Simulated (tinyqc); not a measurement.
# Thermal resistances of a two-die stack

Inverse problem. Heat leaves through the lower die only, and the system is linear. Find the resistance R1 from the lower die to the coolant, R2 between the dies, and the rise of the upper die when both are powered.

Values chosen for this exercise: power of the lower die P1 = 36 W; power of the upper die P2 = 3.3 W.

rises of the lower and upper die with only the lower one powered (K): 13.32  13.32
rises of the lower and upper die with only the upper one powered (K): 1.221  2.706

Solution. With only the lower die powered no heat crosses R2, so both dies rise by P1 R1; the difference in the second test is P2 R2; rises add.

R1 = 0.370 K/W
R2 = 0.450 K/W
rise of the upper die = 16.0 K

Numbers from tinyqc (`OMP_NUM_THREADS=1 python tinyqc.py 2162017 2162018 out.jsonl`; about 0.02 s on one thread of a shared Intel Xeon 2.30GHz).
